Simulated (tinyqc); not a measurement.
Chemically amplified photoresist: aerial image, acid generation, bake, development and line width. Changing the image contrast (as defocus does). Computed by tinyqc, a small Python program. Command: `OMP_NUM_THREADS=1 python tinyqc.py 3023175 3023176 out.jsonl resist sweep`. One thread of a shared host (Intel(R) Xeon(R) Processor @ 2.30GHz), about 0.04 s of CPU time with the checks.

Lines and spaces of pitch p with a two-beam-like image; x = 0 is the middle of the bright space. The resist is positive and treated as uniform in depth.

Inputs (values chosen for the exercise, for a model resist at 248 nm):
```
quantity                                         value     unit
pitch p                                            290       nm
mean dose E                                       33.3  mJ/cm^2
Dill parameter C                                 0.016  cm^2/mJ
quencher load q, relative to the acid generator   0.16        -
acid diffusivity D                                 8.7   nm^2/s
bake time t                                         60        s
amplification rate k_amp                         0.038      1/s
threshold protection m_th                          0.4        -
development selectivity n                           12        -
largest rate r_max                                1400     nm/s
smallest rate r_min                              0.078     nm/s
resist thickness d                                 280       nm
development time t_d                                30        s
photon energy                                        5       eV
absorption coefficient alpha                       1.1     1/um
```

Method:
- Dose E(x) = E [1 + c cos(2 pi x/p)]; acid h = 1 - exp(-C E(x)).
- Bake: the acid image is blurred by a Gaussian of variance sigma^2 = 2 D t (each Fourier term k of h, taken on 64 points, is multiplied by exp(-4 pi^2 k^2 D t/p^2)).
- Cosine coefficients: h(x) = sum_k h_k cos(2 pi k x/p).
- The quencher then removes q, h_eff = max(h_blurred - q, 0); protection m = exp(-k_amp t h_eff).
- Mack rate r = r_max (a + 1)(1 - m)^n/(a + (1 - m)^n) + r_min, a = ((n + 1)/(n - 1))(1 - m_th)^n.
- Edge: vertical development clears the film where r t_d >= d; the space width is twice the x where r = d/t_d.
- Dose sensitivity = d ln(width)/d ln E from widths at 1.005 E and E/1.005; image log-slope at the edge = |d ln E/dx|, normalised by the width (NILS); latitude for 10 % of width = 10 %/sensitivity.
- The edge lies at x = width/2.
- Absorbed photons per volume N = E(edge) alpha/(photon energy), 1 mJ/cm^2 = 62.41509 eV/nm^2, alpha in 1/nm; a Gaussian blur averages over a volume V = (2 sqrt(pi) sigma)^3; relative noise 1/sqrt(N V); edge noise sigma_x = (dh/d ln E) noise/|dh/dx|, with both derivatives of the blurred acid at the edge.

One run for each value:
```
image contrast c  dose latitude (%)  space width (nm)  edge noise from photons (nm)    NILS
0.25                          3.857            186.37                       0.30865  1.0203
0.36                          5.470            171.30                       0.19922  1.4266
0.46                          6.871            163.68                       0.15082  1.7607
0.57                          8.400            158.06                       0.11836  2.1013
0.68                          9.943            153.93                       0.09661  2.4161
0.79                         11.519            150.67                       0.08089  2.7053
0.89                         12.993            148.18                       0.06987  2.9459
1.00                         14.676            145.79                       0.06018  3.1859
```

Over the rows, dose latitude (%) rises from 3.86 to 14.7 (exponent d ln y / d ln x 0.96 between the first rows and 1.0 between the last); space width (nm) falls from 186 to 146 (exponent d ln y / d ln x -0.23 between the first rows and -0.14 between the last); edge noise from photons (nm) falls from 0.309 to 0.0602 (exponent d ln y / d ln x -1.2 between the first rows and -1.3 between the last).

Caution (all rows): lateral development, standing waves and the joint diffusion of acid and quencher are left out, so widths are indicative. Caution (all rows): the noise counts photons alone (acid and quencher statistics add to it) and takes the film as thicker than the blur; a thinner film averages in two dimensions only.
